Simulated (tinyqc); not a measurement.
## Channel mobility from two channel lengths

Problem. Two power MOSFETs differ only in channel length: R_on = R_rest + Lc (Wp + a)/(2 mch Cox Vov), Cox = 3.9 eps0/tox. Find mch and R_rest.

Values chosen for this exercise: gate oxide thickness (eps_r 3.9) tox = 45 nm; gate overdrive Vov = 6 V; width of the p body in one cell, channels included Wp = 3.9 um; gap between neighbouring p bodies a = 3.4 um.

Constants: eps0 = 8.8541878128e-14 F/cm where lengths are in cm. Results are converted to the units shown.

R_on at Lc = 0.4 and 1.2 um (mohm cm^2): [3.4808425, 5.2425276]

Solution. R_on is a straight line in Lc; its slope gives mch and its intercept the rest.

mch = 36.0 cm^2/(V s)
R_rest = 2.60 mohm cm^2

tinyqc, about 0.01 s, one thread, Intel Xeon 2.30GHz (shared host): `OMP_NUM_THREADS=1 python tinyqc.py 2230019 2230020 out.jsonl`
